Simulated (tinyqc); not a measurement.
## Doping from resistivity

Problem. A uniform, uncompensated and fully ionised sample has rho = 1/(q N mu), mu = m1 + (m2 (T/300 K)^(-bt) - m1)/(1 + (N/Nr)^am). Find N, mu and the diffusion coefficient mu Vt.

Parameters, values chosen for the exercise:
- T = 400 K (temperature)
- m1 = 44 cm^2/(V s) (mobility limit at high doping)
- m2 = 487 cm^2/(V s) (mobility limit at low doping, at 300 K)
- Nr = 2.2e17 cm^-3 (reference doping of the mobility law)
- am = 0.71 (exponent of the mobility law)
- bt = 2.5 (temperature exponent of m2)

Constants: q = 1.602176634e-19 C, kB = 1.380649e-23 J/K, Vt = kB T/q. Results are converted to the units shown.

resistivity = 12.326463 ohm cm

Answer. With am below 1 the product N mu rises steadily with N, so one doping matches; it is found by iterating N = 1/(q rho mu(N)).

N = 2.200e15 cm^-3
mu = 230.2 cm^2/(V s)
diffusion coefficient = 7.933 cm^2/s

Program tinyqc, `OMP_NUM_THREADS=1 python tinyqc.py 2110002 2110003 out.jsonl`; Intel Xeon 2.30GHz, shared host, one thread, about 0.01 s.
